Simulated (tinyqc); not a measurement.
# p-n diode, drift-diffusion by the Gummel loop with Scharfetter-Gummel fluxes: two studies

Abrupt junction at x = 0, p side from -Lp, n side to Ln, ohmic contacts. psi is counted from the intrinsic level; n = ni exp((psi - phin)/Vt), p = ni exp((phip - psi)/Vt). Contacts: p side psi = V - Vt ln(Na/ni), p = Na, n = ni^2/Na; n side psi = Vt ln(Nd/ni), n = Nd, p = ni^2/Nd. Constant mobilities, D = mu Vt, Boltzmann statistics, SRH recombination through a mid-gap level, U = (n p - ni^2)/(tp (n + ni) + tn (p + ni)). Current is positive from the p contact to the n contact.

Parameters, values chosen for the exercise; band and dielectric values close to those of gallium arsenide:
- T = 300 K (temperature)
- Eg = 1.43 eV (band gap)
- eps_r = 12.7 (relative permittivity)
- Nc = 4.48e17 cm^-3 (conduction-band density of states at T)
- Nv = 8.93e18 cm^-3 (valence-band density of states at T)
- Na = 3e16 cm^-3 (acceptor density of the p side)
- Nd = 5.1e15 cm^-3 (donor density of the n side)
- mun = 6500 cm^2/(V s) (electron mobility)
- mup = 320 cm^2/(V s) (hole mobility)
- tn = 4e-7 s (SRH lifetime of electrons)
- tp = 6e-7 s (SRH lifetime of holes)
- Lp = 0.51 um (length of the p side)
- Ln = 3.1 um (length of the n side)
- G = 0 cm^-3 s^-1 (uniform generation rate)

Constants: q = 1.602176634e-19 C, kB = 1.380649e-23 J/K, Vt = kB T/q, eps0 = 8.8541878128e-14 F/cm where lengths are in cm. Results are converted to the units shown.

Each table varies one quantity; the others keep the values above.

## Current against voltage in the dark

ni = sqrt(Nc Nv) exp(-Eg/(2 Vt)), Eg in volts. Poisson and both continuity equations are solved self-consistently with Scharfetter-Gummel fluxes on a graded mesh of 500 nodes. J_scr is q times the integral of U between -xp and xn. Ideal diffusion current J_id = q ni^2 [Dn coth(wp/Le)/(Le Na) + Dp coth(wn/Lh)/(Lh Nd)] (exp(V/Vt) - 1), Le = sqrt(Dn tn), Lh = sqrt(Dp tp), wp = Lp - xp, wn = Ln - xn, with xp and xn from the depletion approximation (W = sqrt(2 eps0 eps_r (Vbi - V)(1/Na + 1/Nd)/q), xp = W Nd/(Na + Nd), xn = W Na/(Na + Nd), Vbi = Vt ln(Na Nd/ni^2)). Ideality factor = 0.004 V/(Vt ln[J(V + 0.004 V)/J(V)]). Here G = 0.

In this table G = 0 cm^-3 s^-1.

Current against voltage in the dark:
```
V (V)	J (A/cm^2)	ideality factor	J_scr/J (%)	J_id (A/cm^2)	share recombining at the contacts (%)	larger minority/doping at -xp and xn
0.23	8.92e-11	1.91	99.3	6.06e-13	0.675	1.71e-15
0.34	8.46e-10	1.84	95.0	4.22e-11	4.97	1.20e-13
0.44	7.98e-9	1.56	75.1	2.00e-9	24.9	5.70e-12
0.54	1.39e-7	1.18	32.5	9.46e-8	67.5	2.70e-10
0.64	4.79e-6	1.04	7.28	4.47e-6	92.7	1.28e-8
0.74	2.12e-4	1.01	1.31	2.11e-4	98.7	6.02e-7
0.84	0.00990	1.01	0.237	0.00996	99.7	2.82e-5
0.95	0.681	1.01	0.0403	0.689	99.9	0.00189
1.05	29.8	1.07	0.00848	32.3	100	0.0713
```

J rises from 8.92e-11 to 29.8 A/cm^2; the ideality factor goes from 1.91 through a minimum of 1.01 (at V = 0.84 V among the rows listed) to 1.07. Recombination in the depleted layer carries over half of the current up to V = 0.44 V, where the factor is 1.56; it grows roughly as exp(V/2 Vt), so diffusion overtakes it. Where the factor is lowest (V = 0.84 V), J is 0.61 % below the ideal diffusion current.

## Effect of the donor density of the n side at fixed bias

Same model as above.

In this table V = 0.56 V.

Result of one run:
```
Nd (cm^-3)	J (A/cm^2)	ideality factor	J_scr/J (%)	J_id (A/cm^2)	share recombining at the contacts (%)	larger minority/doping at -xp and xn
6e16	2.62e-7	1.06	10.0	2.39e-7	90.0	1.67e-11
```

What becomes of these results when the donor density of the n side Nd is changed from 6e16 to 5.1e15 cm^-3, all else the same?

Result of the changed run:
```
Nd (cm^-3)	J (A/cm^2)	ideality factor	J_scr/J (%)	J_id (A/cm^2)	share recombining at the contacts (%)	larger minority/doping at -xp and xn
5.1e15	2.71e-7	1.13	25.1	2.05e-7	74.9	5.85e-10
```

The whole series:
```
Nd (cm^-3)	J (A/cm^2)	ideality factor	J_scr/J (%)	J_id (A/cm^2)	share recombining at the contacts (%)	larger minority/doping at -xp and xn
5.1e15	2.71e-7	1.13	25.1	2.05e-7	74.9	5.85e-10
9.5e15	2.56e-7	1.10	18.9	2.09e-7	81.1	1.71e-10
1.8e16	2.50e-7	1.07	13.7	2.18e-7	86.3	4.83e-11
3.3e16	2.52e-7	1.06	10.6	2.28e-7	89.3	1.70e-11
6e16	2.62e-7	1.06	10.0	2.39e-7	90.0	1.67e-11
1.1e17	2.70e-7	1.06	9.71	2.48e-7	90.3	1.65e-11
```

As Nd rises from 5.1e15 to 1.1e17, J goes from 2.71e-7 through a minimum of 2.50e-7 (at Nd = 1.8e16 among the rows listed) to 2.70e-7 A/cm^2, the share of the depleted layer falls from 25.1 to 9.71 % and the share lost at the contacts rises from 74.9 to 90.3 %. The exponent d ln J/d ln Nd is -0.10 between the first two rows and 0.05 between the last two. J less J_scr is 1.7 % below J_id in the last row.

Numbers from tinyqc (`OMP_NUM_THREADS=1 python tinyqc.py 2240094 2240095 out.jsonl`; about 0.1 s on one thread of a shared Intel Xeon 2.30GHz).
